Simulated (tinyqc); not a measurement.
# Contact resistivity and sheet resistance from two contact lengths

Inverse problem. Rc = [sqrt(rc Rsh)/Wc] coth(Lc/(2 LT)), LT = sqrt(rc/Rsh), Wc = 24 nm; the second contact is twice as long as the first. Find LT, rc and Rsh.

Rc for Lc = 20 and 40 nm (ohm): 1779.52978  933.471816

Answer. With t = tanh(Lc/(2 LT)) for the shorter contact, the resistance of the longer over that of the shorter is (1 + t^2)/2. Then sqrt(rc Rsh) = Rc t Wc, and rc and Rsh follow by multiplying and dividing by LT.

LT = 44.4 nm
rc = 4.20e-9 ohm cm^2
Rsh = 213 ohm

tinyqc, about 0.04 s, one thread, Intel Xeon 2.30GHz (shared host): `OMP_NUM_THREADS=1 python tinyqc.py 2170118 2170119 out.jsonl`
